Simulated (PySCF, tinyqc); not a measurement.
Starting guesses with DIIS over 6 matrices: SCF starting guesses in the sto-3g basis, for BeH2, spin multiplicity 1. Computed by the program tinyqc with PySCF. Command: `OMP_NUM_THREADS=1 python tinyqc.py 110010 110011 out.jsonl`; one thread of a shared host (Intel(R) Xeon(R) Processor @ 2.60GHz), about 0.3 s.

Geometry (angstrom):
```
atom,x,y,z
Be,0.0000,0.0000,0.0000
H,0.0000,1.8980,0.1440
H,0.0000,-1.9310,0.1470
```

lowest restricted solution found by these runs and by PySCF = -15.385966 hartree

RHF with one setting changed at a time; a run stops when the energy changes by less than 1e-09 hartree and the error matrix is below 1e-5. Starts: the lowest orbitals of the core Hamiltonian, of the Wolfsberg-Helmholz matrix (K = 1.75), projected atomic densities, random orbitals, and the highest orbitals of the core Hamiltonian (a deliberately bad start).

Largest element of the error matrix X^T (FDS - SDF) X:
```
iteration,core,Wolfsberg-Helmholz,atomic densities,random,highest core orbitals
1,4.3e-01,2.6e-01,1.5e-01,3.3e+00,8.2e-02
2,9.4e-02,3.7e-02,1.1e-01,2.5e-01,2.5e-01
3,9.9e-03,1.0e-02,2.5e-02,2.7e-01,2.6e-01
4,2.4e-03,1.5e-03,2.1e-03,1.1e-01,2.6e-01
5,1.7e-04,4.4e-05,1.8e-04,5.0e-02,2.2e-01
6,8.5e-06,7.6e-06,1.1e-05,7.1e-03,2.6e-01
8,-,-,-,7.2e-04,3.0e-01
10,-,-,-,2.9e-06,2.6e-01
14,-,-,-,-,4.4e-03
```

How each run ends:
```
run,iterations,E (hartree),state
core,7,-15.38597,lowest found
Wolfsberg-Helmholz,7,-15.38597,lowest found
atomic densities,7,-15.38597,lowest found
random,11,-15.38597,lowest found
highest core orbitals,19,-15.38597,lowest found
```

5 of 5 runs reach the lowest restricted solution found, in 7 to 19 iterations (fastest: core, Wolfsberg-Helmholz, atomic densities). The first errors are 4e-01, 3e-01, 1e-01, 3e+00, 8e-02; the deliberately bad start has the smallest one, so a small first error does not mark a good start. The restricted reference is unstable here: a spin-polarised solution lies 0.0023 hartree lower (PySCF), so results built on it describe a poor reference.
